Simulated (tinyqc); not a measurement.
Inside a calculation: band offset from the macroscopic average of a supercell potential. Values are carried at full precision from step to step, so a last printed digit may differ when a step is redone from the rounded ones.

A model of the planar-averaged electrostatic energy of an electron in a periodic cell of N1 periods of A (L1 = N1 n1 h) and N2 periods of B (L2 = N2 n2 h), on z_j = j h: V(z) = f VA + (1 - f) VB + F t(z), VA = V1[0] + V1[1] cos(2 pi z/(n1 h)) + V1[2] cos(4 pi z/(n1 h)), VB the same with V2, n2 and z - L1. f = [tanh(z/w) - tanh((z - L1)/w) + tanh((z - L1 - L2)/w)]/2 + 1/2; t(z) = z - L1/2 in A and (L1/L2)(L1 + L2/2 - z) beyond, so that the cell is periodic.

Constants: e^2/(4 pi eps0) = 14.39964547 eV angstrom.

Inputs chosen for the exercise (gaps near those of InAs and GaSb; not measured data): h = 0.25 angstrom (grid step); n1 = 6 (grid points per period of A); n2 = 6 (grid points per period of B); N1 = 5 (periods of A); N2 = 4 (periods of B); V1 = (-11.26, 2.32, -0.7) eV (mean and two harmonics of the potential in A); V2 = (-6.89, 4.46, -0.85) eV (the same in B); w = 0.31 angstrom (width of the interfaces); F = 0 eV/angstrom (slope in A from opposite charges on the two interfaces); Ev1 = 3.63 eV (valence top of bulk A above its mean potential); Eg1 = (0.05, 0.43) eV (gap of A: semi-local value, corrected value); fv1 = 0.31 (share of the correction that lowers the valence top of A); Ev2 = 0.28 eV (valence top of bulk B above its mean potential); Eg2 = (0.1, 0.8) eV (gap of B: semi-local value, corrected value); fv2 = 0.65 (the same share for B); eps = 10.6 (dielectric constant at the interface).

## The planar average

Evaluate V on the grid, j = 0, 1, ...

V(z_j) (eV): [-6.460, -8.833, -11.941, -14.264, -12.065, -9.748, -9.640, -9.750, -12.070, -14.280, -12.070, -9.750, -9.640, -9.750, -12.070, -14.280, -12.070, -9.750, -9.640, -9.750, -12.070, -14.280, -12.070, -9.750, -9.640, -9.748, -12.065, -14.264, -11.941, -8.833, -6.460, -5.152, -8.824, -12.216, -8.700, -4.237, -3.280, -4.235, -8.695, -12.200, -8.695, -4.235, -3.280, -4.235, -8.695, -12.200, -8.695, -4.235, -3.280, -4.237, -8.700, -12.216, -8.824, -5.152]

## Running means

Running mean over n points, periodic: for odd n the plain mean of the n points centred on j; for even n the n + 1 points with half weight at both ends. The macroscopic average applies the mean over n1 points and then over n2 points.

Apply the first mean, then the second.

after the mean over n1 points (eV): [-9.075, -9.516, -10.169, -10.817, -11.158, -11.245, -11.257, -11.259, -11.260, -11.260, -11.260, -11.260, -11.260, -11.260, -11.260, -11.260, -11.260, -11.260, -11.260, -11.260, -11.260, -11.260, -11.260, -11.259, -11.257, -11.245, -11.158, -10.817, -10.169, -9.516, -9.075, -8.634, -7.981, -7.333, -6.992, -6.905, -6.893, -6.891, -6.890, -6.890, -6.890, -6.890, -6.890, -6.890, -6.890, -6.890, -6.890, -6.891, -6.893, -6.905, -6.992, -7.333, -7.981, -8.634]

macroscopic average (eV): [-9.075, -9.630, -10.112, -10.512, -10.839, -11.075, -11.203, -11.248, -11.258, -11.260, -11.260, -11.260, -11.260, -11.260, -11.260, -11.260, -11.260, -11.260, -11.260, -11.260, -11.260, -11.260, -11.258, -11.248, -11.203, -11.075, -10.839, -10.512, -10.112, -9.630, -9.075, -8.520, -8.038, -7.638, -7.311, -7.075, -6.947, -6.902, -6.892, -6.890, -6.890, -6.890, -6.890, -6.890, -6.890, -6.890, -6.892, -6.902, -6.947, -7.075, -7.311, -7.638, -8.038, -8.520]

Around the middle of B the first mean varies by 0 meV over five points and the second by 0 meV.

## The potential line-up

Read the macroscopic average in the middle of each region, j = 15 and j = 42, and its slope in A by a central difference over two points each way.

plateau in A = -11.260 eV
plateau in B = -6.890 eV
dV = B - A = 4.370 eV
slope in A = 0.000 eV/angstrom

The plateaus are flat, so the line-up is well defined.

## Band offsets

dEv = Ev(A) - Ev(B) = Ev1 - (dV + Ev2); dEc = Ec(B) - Ec(A) = Eg2 - Eg1 - dEv. The correction of a gap, c = Eg[1] - Eg[0], lowers the valence top by fv c and leaves dV, a ground-state quantity, as it is. Type I: dEv and dEc of one sign; II: opposite signs; III: no overlap of the gaps.

Give the offsets with semi-local and with corrected band edges.

dEv, dEc, semi-local (eV): [-1.020, 1.070]

lowering of the valence tops of A and B (eV): [0.118, 0.455]

dEv, dEc, corrected (eV): [-0.683, 1.053]

The correction moves dEv by +0.34 eV and dEc by -0.02 eV; the type stays III.

## The dipole behind the step

A step dV of the mean electron energy from A to B across an interface equals 4 pi (e^2/4 pi eps0) times a dipole per area p (in e angstrom per angstrom^2). For a change of 0.1 eV in dV, give the charge per area moved over 2 angstrom in a medium of dielectric constant eps: sigma = 0.1 eps/(4 pi (e^2/4 pi eps0) 2). 1 angstrom^-2 = 1e16 cm^-2.

|p| = 0.02415 e/angstrom
sigma = 2.93e+13 e/cm^2

With about 7e14 atoms per cm^2 in a plane (as on a silicon (100) face), 4.2 % of an electron per atom shifts the line-up by 0.1 eV.

## Checks

- Line-up in a cell of 14 + 14 periods without slope against V2[0] - V1[0] (eV): both 4.3700.

tinyqc: `OMP_NUM_THREADS=1 python tinyqc.py 1881054 1881055 out.jsonl`; about 0.01 s, one thread, shared Intel(R) Xeon(R) Processor @ 2.30GHz.
